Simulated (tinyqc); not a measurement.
# Cell-based percolation model of oxide breakdown: what changes with what

The oxide, of thickness n a, is cut into cubic cells. A cell is defective with the chance l = 1 - exp(-a^3 N), N = N1 (t/1 s)^al. A column of n defective cells breaks the oxide down, and the area holds M = A/a^2 independent columns: 1 - F = (1 - l^n)^M.

Parameters, values chosen for the exercise: edge of a cell a = 1.1 nm; cells across the oxide n = 2; area A = 0.013 um^2; exponent of defect growth al = 0.96; defect density after 1 s N1 = 1.6e18 cm^-3.

Each table varies one quantity; the others keep the values above.

## Effect of the thickness

At F = 1 - 1/e: l_c = (1 - exp(-1/M))^(1/n), N_bd = -ln(1 - l_c)/a^3, t63 = (N_bd/N1)^(1/al). W = ln(-ln(1 - F)); for small l, W = ln M + n ln(a^3 N), so the Weibull slope is n al.

Results:
```
n       l_c  N_bd (cm^-3)  t63 (s)  slope at t63
1  9.307e-5      6.993e16  0.03836        0.9600
2  0.009647      7.283e18    4.849         1.911
3   0.04532      3.484e19    24.76         2.814
4   0.09822      7.768e19    57.07         3.645
5    0.1562      1.276e20    95.74         4.404
6    0.2129      1.798e20    136.8         5.098
8    0.3134      2.825e20    219.0         6.327
9    0.3565      3.312e20    258.5         6.875
```

Estimate the missing row, n = 7.

Computed row:
```
n     l_c  N_bd (cm^-3)  t63 (s)  slope at t63
7  0.2655      2.319e20    178.3         5.737
```

With this row back in the table: N_bd rises from 6.99e16 to 3.31e20 cm^-3 and the slope rises from 0.960 to 6.88, against n al = 0.960 to 8.64. A thin oxide needs few defects in a row, so it breaks at a lower density and with a wider spread; at n = 1 one defect suffices.

## Effect of the area

Same model as above.

Result of one run:
```
A (um^2)       l_c  N_bd (cm^-3)  t63 (s)  slope at t63
0.023     0.007253      5.469e18    3.598         1.913
```

What becomes of these results when the area A is changed from 0.023 to 0.38 um^2, all else the same?

Result of the changed run:
```
A (um^2)       l_c  N_bd (cm^-3)  t63 (s)  slope at t63
0.38      0.001784      1.342e18   0.8325         1.918
```

The whole series:
```
A (um^2)       l_c  N_bd (cm^-3)   t63 (s)  slope at t63
0.0014     0.02939      2.241e19     15.64         1.892
0.023     0.007253      5.469e18     3.598         1.913
0.38      0.001784      1.342e18    0.8325         1.918
6.4       4.348e-4      3.268e17    0.1911         1.920
110       1.049e-4      7.880e16   0.04344         1.920
1800      2.593e-5      1.948e16   0.01013         1.920
31000     6.248e-6      4.694e15  0.002301         1.920
5.1e5     1.540e-6      1.157e15  5.351e-4         1.920
8.6e6     3.751e-7      2.818e14  1.229e-4         1.920
```

t63 falls from 15.6 to 1.23e-4 s, as A^(-0.52) between the first two rows and A^(-0.52) between the last two, against -1/(n al) = -0.52; the slope at t63 rises from 1.89 to 1.92, nearer to n al where l_c is small.

tinyqc, about 0.01 s, one thread, Intel Xeon 2.30GHz (shared host): `OMP_NUM_THREADS=1 python tinyqc.py 2070121 2070122 out.jsonl`
